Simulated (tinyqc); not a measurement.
# Signal and retention of a DRAM cell: effect of temperature

A stored one starts at Vd and leaks: Cs dV/dt = -I(V), I = a sqrt((V + Vb)/(Vd + Vb)) + b, with a = Ig exp[-(Eg1 q/kB)(1/T - 1/T0)] (generation in a depletion layer) and b = Is exp[-(Es q/kB)(1/T - 1/T0)]. The bit line is precharged to Vd/2, and charge sharing gives the signal (V - Vd/2) Cs/(Cs + Cb).

The cell fails below Vc = Vd/2 + dm (Cs + Cb)/Cs. With s = sqrt((Vc + Vb)/(Vd + Vb)), the time from Vd to Vc is t = [2 Cs (Vd + Vb)/a] [1 - s - (b/a) ln((a + b)/(a s + b))]. This time is the median of a log-normal spread: failing cells = Nc erfc(z/sqrt 2)/2, z = ln(t/tr)/sg.

Inputs (values chosen for the exercise):

| symbol | value | unit | meaning |
|---|---|---|---|
| Vd | 1.1 | V | array voltage |
| Cs | 15 | fF | cell capacitance |
| Cb | 35 | fF | bit-line capacitance |
| dm | 43 | mV | smallest signal that the sense amplifier resolves |
| Vb | 1.12 | V | built-in plus back-bias voltage of the storage junction |
| Ig | 0.32 | fA | junction leakage at V = Vd and T0 |
| Is | 2.9 | fA | voltage-independent leakage at the reference temperature0 |
| Es | 0.45 | eV | activation energy of Is |
| T0 | 358 | K | reference temperature |
| sg | 0.82 |  | deviation of ln(retention time) over the cells |
| Nc | 4.29e9 |  | cells |
| tr | 64 | ms | refresh interval |
| Eg1 | 0.6 | eV | activation energy of Ig |

Constants: q = 1.602176634e-19 C, kB = 1.380649e-23 J/K. Results are converted to the units shown.

Effect of temperature:

| T (K) | a (fA) | b (fA) | retention time (s) | failing cells |
|---|---|---|---|---|
| 298 | 0.006375 | 0.1538 | 38.16 | 1.399e-5 |
| 318 | 0.02771 | 0.4630 | 12.46 | 0.2755 |
| 338 | 0.1012 | 1.223 | 4.622 | 385.6 |
| 358 | 0.3200 | 2.900 | 1.903 | 7.541e4 |
| 368 | 0.5428 | 4.311 | 1.264 | 5.904e5 |
| 378 | 0.8955 | 6.274 | 0.8558 | 3.356e6 |
| 398 | 2.260 | 12.56 | 0.4145 | 4.870e7 |

The retention time falls from 38.2 to 0.415 s, halving every 19.1 K at the hot end. Its apparent activation energy goes from 0.457 to 0.470 eV, between Es = 0.45 and Eg1 = 0.6 eV, as the share of a in the leakage grows from 3.98 to 15.2 %.

Range of the model: Real arrays also hold a tail of unusually leaky cells and cells whose retention varies in time, which this model lacks.

Numbers from tinyqc (`OMP_NUM_THREADS=1 python tinyqc.py 2130082 2130083 out.jsonl`; about 0.01 s on one thread of a shared Intel Xeon 2.30GHz).
